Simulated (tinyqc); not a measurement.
Worked calculation: dielectric confinement in a thin film (image charges). Values are carried at full precision from step to step, so a last printed digit may differ when a step is redone from the rounded ones.

A film |z| < t/2 of dielectric constant eps between half-spaces of dielectric constant e2; lam = (eps - e2)/(eps + e2), q = e^2/(4 pi eps0). The self-energy of a band edge is taken with the high-frequency value, e2 = eh, and the field of a fixed ion with the static one, e2 = eo. A charge at z has images lam^|n| at n t + (-1)^n z. Its self-energy is S(z) = (q/2 eps) sum over n >= 1 of lam^n [1/(n t - 2z) + 1/(n t + 2z)] for odd n and 2 lam^n/(n t) for even n; at the centre S(0) = -(q/(eps t)) ln(1 - lam).

Constants: e^2/(4 pi eps0) = 14.39964547 eV angstrom; hbar^2/2m0 = 3.80998211 eV angstrom^2; Ry = 13.60569312 eV.

Inputs chosen for the exercise (near those of a Si (100) film, two-fold valleys, between layers of HfO2; shifted at random, so the results belong to these values and not to a real crystal): t = 72 angstrom (film thickness); eps = 11.8 (dielectric constant of the film); eh = 3.9 (high-frequency dielectric constant outside); mz = 0.921 m0 (mass across the film); eo = 22.9 (static dielectric constant outside); m = 0.194 m0 (mass in the plane).

## Images for a charge at the centre

Give lam, the first five terms (q/eps) lam^n/(n t), their sum and the closed form.

lam = 0.5032

terms (meV): 8.53  2.15  0.72  0.27  0.11

sum of five = 11.77 meV
S(0) = 11.86 meV

The surroundings screen less than the film, so the images repel and each band edge moves outwards: the gap changes by about 2 S = +24 meV. The static value 22.9 would give S(0) = -4.7 meV.

## Self-energy across the film

S at 2z/t = 0, 0.2, 0.4, 0.6, 0.8 and 0.9, summed to n = 399.

Self-energy:
```
2z/t,z (angstrom),S (meV)
0.0,0.0,11.86
0.2,7.2,12.22
0.4,14.4,13.49
0.6,21.6,16.69
0.8,28.8,27.08
0.9,32.4,48.29
```

Towards the wall S diverges as (q lam/4 eps)/(distance), an artefact of the abrupt interface that the vanishing envelope makes harmless.

## Shift of the subband edge

First order: <S> over the envelope (2/t) cos^2(pi z/t), beside the confinement energy c (pi/t)^2/mz, c = hbar^2/2m0.

<S> = 13.73 meV
confinement energy = 7.88 meV

|<S>| is 1.74 times the confinement energy; the first goes as 1/t and the second as 1/t^2, so they are equal at t = 41 angstrom.

## Binding of a donor

Donor at the centre, lam from the static eo, trial function cos(pi z/t) exp(-rho/l): E(l) = c/(m l^2) - (q/eps) times the integral over k of F(k t) (1 + (k l/2)^2)^(-3/2), with F(x) = F0 + 2 lam exp(-x) G/(1 - lam exp(-x)), F0 = 2[(1 - exp(-x/2))/x + x (1 + exp(-x/2))/(x^2 + 4 pi^2)], G = 2 sinh(x/2)[1/x - x/(x^2 + 4 pi^2)]; c = hbar^2/2m0. The binding energy is -E at the minimum, counted from the subband edge with its self-energy.

Minimise over l with and without images (lam = 0); Ry* = Ry m/eps^2.

Donor:
```
case,l (angstrom),binding (meV),in Ry*
no images,32.9,32.1,1.70
with images,34.0,23.6,1.25
```

Ry* = 18.96 meV

The images change the binding by -8.5 meV, against -2 (q/(eps t)) ln(1 - lam) = -9.4 meV for an orbit much smaller than t. At 300 K the binding is 0.9 kB T.

## Checks

- S(0) from the series against the closed form, meV: both 11.86.
- F(2.3) for lam = 0.5032 from a direct sum over images against the closed form: both 0.8453.

Run: tinyqc, `OMP_NUM_THREADS=1 python tinyqc.py 1250114 1250115 out.jsonl`; Intel(R) Xeon(R) Processor @ 2.30GHz, one thread, shared host; about 0.05 s of CPU time with all checks.
